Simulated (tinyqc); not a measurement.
Plane-wave Kohn-Sham cycle with exchange-only LDA in a layered model solid, step by step. One step of it, computed by the program tinyqc.

Task: Iteration 1: Hamiltonian at one k. H(m,m') = (k + G_m)^2/2 delta + V(G_m - G_m'), with V(-G) = V(G).

A solid whose potential varies along x alone (atomic units):
```
parameter                      value
period a                   14.800000
cross-section of the cell  31.000000
electrons per cell                 2
grid points                       16
plane waves -n..n, n               2
k points                           1
V1 in V1 cos(2 pi x/a)     -0.600000
```

V(G_m), m = 0, 1, 2, ... (hartree): [-0.160864, -0.300000, 0.000000, 0.000000, 0.000000]

k = 0.000000 2 pi / a

Give: H.

Result:

H (hartree), order -2, -1, +0, +1, +2:
```
[[0.1996, -0.3000, 0.0000, 0.0000, 0.0000],
 [-0.3000, -0.0707, -0.3000, 0.0000, 0.0000],
 [0.0000, -0.3000, -0.1609, -0.3000, 0.0000],
 [0.0000, 0.0000, -0.3000, -0.0707, -0.3000],
 [0.0000, 0.0000, 0.0000, -0.3000, 0.1996]]
```
